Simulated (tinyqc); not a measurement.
Comparisons within one model: phonon-assisted absorption at an indirect gap. A value that a table varies takes the place of the one given here.

alpha(E) = sum_j A_j [N_j (E - Eg + w_j)^2 + (N_j + 1)(E - Eg - w_j)^2], each bracket counted only where its base is positive; N_j = 1/(exp(w_j/kB T) - 1). The first term absorbs a phonon and the second emits one; excitons and direct transitions are left out.

Photodiode (Gaertner form with a dead layer): QE = (1 - R) exp(-alpha xj) [1 - exp(-alpha W)/(1 + alpha L)], R = ((nr - 1)/(nr + 1))^2; responsivity = QE/E in A/W for E in eV.

Constants: kB = 8.617333262e-05 eV/K.

Parameters, chosen for this exercise (loosely those of SiC at room temperature; Eg is not tied to T; shifted at random, so the results belong to these values and not to a real crystal): Eg = 3.185 eV (indirect gap, held fixed unless listed); w = (68.8, 44.4) meV (two zone-edge phonons); A = (2900, 580) 1/(cm eV^2) (their strengths); T = 77 K; nr = 2.78 (refractive index); xj = 0.1 micrometre (dead layer at the surface); W = 10 micrometre (depleted width); L = 3 micrometre (minority diffusion length below it); E = 3.224 eV (photon energy).

## The square root of alpha at three temperatures

The gap is held fixed, so only the phonon occupations change.

sqrt(alpha) (1/cm^(1/2)):

| E - Eg (eV) | 77 K | 150 K | 450 K |
|---|---|---|---|
| -0.04 | 0.009 | 0.110 | 0.705 |
| -0.02 | 0.025 | 0.213 | 1.254 |
| 0.00 | 0.043 | 0.325 | 1.827 |
| 0.02 | 0.061 | 0.438 | 2.407 |
| 0.04 | 0.079 | 0.553 | 2.990 |
| 0.07 | 0.629 | 0.961 | 3.939 |
| 0.10 | 2.153 | 2.345 | 5.344 |
| 0.15 | 5.063 | 5.226 | 8.432 |
| 0.20 | 8.002 | 8.177 | 11.819 |
| 0.30 | 13.894 | 14.112 | 18.840 |
| 0.45 | 22.741 | 23.035 | 29.548 |
| 0.60 | 31.590 | 31.964 | 40.317 |

Below the gap only phonon absorption acts: at E - Eg = -0.02 eV sqrt(alpha) is 0.025, 0.213 and 1.254 at 77, 150 and 450 K. A straight line through the last two rows meets the axis at E - Eg = +0.0645, +0.0630 and +0.0385 eV: the intercept is roughly a weighted mean of the thresholds, not the gap, and it moves from the emission side towards Eg as the occupations grow. At the last row alpha grows by a factor 1.63 from the lowest to the highest temperature at fixed gap.

## Spectral response

Response:

| E (eV) | wavelength (nm) | alpha (1/cm) | 1/alpha (micrometre) | dead layer | collected | QE | A/W |
|---|---|---|---|---|---|---|---|
| 3.20 | 387 | 0.00318 | 3.14e+06 | 1.000 | 0.000 | 0.000 | 0.000 |
| 3.24 | 383 | 0.0738 | 1.36e+05 | 1.000 | 0.000 | 0.000 | 0.000 |
| 3.30 | 376 | 9.11 | 1.10e+03 | 1.000 | 0.012 | 0.009 | 0.003 |
| 3.38 | 367 | 59.4 | 168 | 0.999 | 0.074 | 0.058 | 0.017 |
| 3.48 | 356 | 185 | 54.1 | 0.998 | 0.213 | 0.165 | 0.047 |
| 3.64 | 341 | 531 | 18.8 | 0.995 | 0.493 | 0.381 | 0.105 |
| 3.84 | 323 | 1.21e+03 | 8.24 | 0.988 | 0.782 | 0.601 | 0.157 |
| 4.08 | 304 | 2.40e+03 | 4.17 | 0.976 | 0.947 | 0.720 | 0.176 |
| 4.38 | 283 | 4.45e+03 | 2.25 | 0.956 | 0.995 | 0.741 | 0.169 |
| 4.78 | 259 | 8.15e+03 | 1.23 | 0.922 | 1.000 | 0.717 | 0.150 |

QE is highest, 0.741, at 4.38 eV of those listed and the responsivity at 4.08 eV; reflection alone caps QE at 0.778. Near the gap weak absorption limits it (collected share 0.000); at the top the dead layer passes 0.922. Far above the gap the quadratic law and a constant index are only rough.

## What moves the response

At the energy E. Each row changes one parameter from the base and keeps the others.

Results:

| case | alpha (1/cm) | QE |
|---|---|---|
| base | 0.006073 | 0.0000 |
| Eg = 3.165 eV | 0.1330 | 0.0001 |
| T = 127 K | 0.1339 | 0.0001 |
| W = 20 micrometre | 0.006073 | 0.0000 |
| L = 1.5 micrometre | 0.006073 | 0.0000 |
| xj = 0.2 micrometre | 0.006073 | 0.0000 |
| nr = 2.92 | 0.006073 | 0.0000 |

The largest shifts from the base row, up to three for each result and ties (the steps differ in size, so this ranks the rows, not the parameters). alpha (1/cm): T +0.128, Eg +0.127; unchanged at the printed digits by W, L, xj and nr. QE: T +0.0001, Eg +0.0001; unchanged at the printed digits by W, L, xj and nr.

Run: tinyqc, `OMP_NUM_THREADS=1 python tinyqc.py 1652001 1652002 out.jsonl`; Intel(R) Xeon(R) Processor @ 2.30GHz, one thread, shared host; about 0.01 s of CPU time with all checks.
